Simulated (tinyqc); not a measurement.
From results back to parameters: conductance of a narrow metal strip with scatterers (square lattice, Green functions). Three cases, with inputs chosen for the exercise.

Problem. Boundaries with reflection R, a distance dg apart, add incoherently to the scattering in a one-dimensional channel: rho/rho0 = 1 + (lam/dg) R/(1 - R). The ratio comes from a hidden R.

Find: R; effective mean free path lam rho0/rho.

Method. y = (rho/rho0 - 1) dg/lam = R/(1 - R), so R = y/(1 + y).

Case 1.

Values chosen (out of a larger set: hopping and spacing of the size met in Cu or Al; the lattice is a model; not measured data): lam = 43 nm (bulk mean free path); dg = 48 nm (distance between boundaries).

rho/rho0 = 1.86070

Solution.

R = 0.490
effective mean free path lam rho0/rho = 23.11 nm

Case 2.

Values chosen (out of a larger set: hopping and spacing of the size met in Cu or Al; the lattice is a model; not measured data): lam = 24 nm (bulk mean free path); dg = 59 nm (distance between boundaries).

rho/rho0 = 1.30687

Solution.

R = 0.430
effective mean free path lam rho0/rho = 18.36 nm

Case 3.

Values chosen (out of a larger set: hopping and spacing of the size met in Cu or Al; the lattice is a model; not measured data): lam = 30 nm (bulk mean free path); dg = 26 nm (distance between boundaries).

rho/rho0 = 2.02322

Solution.

R = 0.470
effective mean free path lam rho0/rho = 14.83 nm

Computed by tinyqc, one run a case: `OMP_NUM_THREADS=1 python tinyqc.py N N+1 out.jsonl` with N = 1481738, 1481767, 1481781; one thread of a shared Intel(R) Xeon(R) Processor @ 2.30GHz, about 0.01 s a run at most.
